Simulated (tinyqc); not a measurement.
Comparisons within one model: heterojunction of two tight-binding chains. A value that a table varies takes the place of the one given here.

Left chain: hopping -t1, sites at 2 t1 (band bottom 0). Right chain: hopping -t2, sites at dE + 2 t2 (bottom dE). t = c/(m a^2), c = hbar^2/2m0. The bond across the interface is -tc with tc = f sqrt(t1 t2), and the last left site has the extra energy U. In a chain E = bottom + 2t (1 - cos(ka)); the surface Green function of a half chain is g = -exp(ika)/t, with Im k > 0 where cos(ka) > 1.

Constants: hbar^2/2m0 = 3.80998211 eV angstrom^2.

Values chosen for the exercise (masses and offset of the size met at InAs / GaSb; not measured data):
```
symbol  value  unit      meaning
a       5.65   angstrom  site spacing
m1      0.026  m0        mass on the left
m2      0.038  m0        mass on the right
dE      0.85   eV        band offset
f       0.79             factor on the interface hopping
U       0      eV        extra energy on the last left site
E       1.06   eV        electron energy
```

## Transmission against energy, and which matching rule a chain obeys

Chain A is the junction as given; chain B has tc = sqrt(t1 t2) and U = 0; chain C has tc = t2 and U = t2 - t1, the finite-difference form of -d/dx (c/m) d/dx. Continuum formulas T = 4 x y/(x + y)^2 with parabolic k: x, y = k/m on each side (BenDaniel-Duke) or x, y = k (slope continuous).

T:
```
E - dE (eV),E (eV),chain A,chain B,chain C,k/m matched,k matched
0.002,0.852,0.0979,0.2047,0.1450,0.1482,0.2091
0.005,0.855,0.1502,0.3038,0.2192,0.2238,0.3099
0.010,0.860,0.2053,0.4008,0.2948,0.3007,0.4081
0.020,0.870,0.2769,0.5152,0.3889,0.3961,0.5236
0.050,0.900,0.3986,0.6814,0.5375,0.5461,0.6903
0.100,0.950,0.5085,0.8014,0.6583,0.6673,0.8094
0.200,1.050,0.6250,0.8983,0.7710,0.7796,0.9044
0.400,1.250,0.7351,0.9612,0.8612,0.8686,0.9648
```

How do the results move?

Chain C follows the k/m rule within 0.0090 and chain B the plain k rule within 0.0089, while the two rules differ by up to 0.1442: in B the self-energy of the right side is -t1 exp(i k2 a), so only k2 enters, and in C it is -t2 exp(i k2 a), which carries 1/m2. Chain A, with f = 0.79 and U = 0 eV, has an interface term of its own and lies up to 0.2930 from B and 0.1498 from C.

## When the interface binds a state

A state below both bands solves E - 2 t1 - U - S1(E) - S2(E) = 0 for E < 0, with S1 = -t1 z1, S2 = -(tc^2/t2) z2 and |z| < 1 the decaying root of z + 1/z = 2 - (E - bottom)/t. Decay lengths -a/ln|z|. The threshold is the U that solves the equation at E = 0. A dash: no bound state.

Interface state:
```
U (eV),E (eV),decay left (angstrom),decay right (angstrom)
-0.86,-,-,-
-1.73,-,-,-
-2.59,-,-,-
-3.17,-0.0165,94.2,10.9
-3.74,-0.1200,35.0,10.3
-4.60,-0.3923,19.4,9.1
-5.76,-0.9092,12.8,7.7
-8.63,-2.6675,7.6,5.6
```

threshold U = -2.8778 eV

What can be read from the table?

The step and the weakened interface bond push the state out, so an attraction must exceed 2.8778 eV to bind; 5 of the 8 rows are bound. At U = -8.63 eV the state decays over 7.6 angstrom to the left and 5.6 to the right, where the band lies higher.

## What each parameter does

T = 4 Im(S1) Im(S2) |G|^2 with G = 1/(E - 2 t1 - U - S1 - S2), S1 = -t1 exp(i k1 a), S2 = -(tc^2/t2) exp(i k2 a). Each row changes one parameter from the base and keeps the others.

Results:
```
case,T,k1 a,k2 a
base,0.6331,0.4853,0.2593
m1 = 0.0312 m0,0.6340,0.5327,0.2593
m2 = 0.0456 m0,0.6624,0.4853,0.2842
dE = 0.8 eV,0.6673,0.4853,0.2887
f = 0.711,0.4723,0.4853,0.2593
U = 0.2 eV,0.5995,0.4853,0.2593
a = 4.52 angstrom,0.5456,0.3868,0.2072
```

What can be read from the table?

The largest shifts from the base row, up to three for each result and ties (the steps differ in size, so this ranks the rows, not the parameters). T: f -0.1608, a -0.0875, dE +0.0342. k1 a: a -0.0984, m1 +0.0474; unchanged at the printed digits by m2, dE, f and U. k2 a: a -0.0521, dE +0.0294, m2 +0.0249; unchanged at the printed digits by m1, f and U.

Computed by tinyqc, a small Python program: `OMP_NUM_THREADS=1 python tinyqc.py 1481376 1481377 out.jsonl` (the numbers bound the seed that draws the inputs); one thread of a shared host (Intel(R) Xeon(R) Processor @ 2.30GHz), about 0.01 s for the whole set of steps.
